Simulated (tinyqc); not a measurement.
Six-band hole subbands of a thin body in a field: one step. Confinement masses without spin-orbit coupling.

Inputs chosen for the exercise (near those of a p-type Si channel; not measured data): g1 = 4.28 (Luttinger gamma1); g2 = 0.34 (gamma2); g3 = 1.44 (gamma3); face = 110 (surface).

Question. C(n n^T)/c has C_XX = (g1 + 4 g2) nx^2 + (g1 - 2 g2)(ny^2 + nz^2) and C_XY = 6 g3 nx ny, n the unit normal; its eigenvalues are the inverse masses along n.

Give: C(n n^T)/c; masses.

Answer.

C(n n^T)/c:
```
        X       Y       Z
X  4.6200  4.3200       0
Y  4.3200  4.6200       0
Z       0       0  3.6000
```

masses (m0): 3.3333  0.2778  0.1119

The heaviest mass, 3.33, comes from a near cancellation among the gammas, so a few per cent in them move it strongly.

Program tinyqc; command `OMP_NUM_THREADS=1 python tinyqc.py 1281112 1281113 out.jsonl`; about 0.4 s on one thread of a shared Intel(R) Xeon(R) Processor @ 2.30GHz.
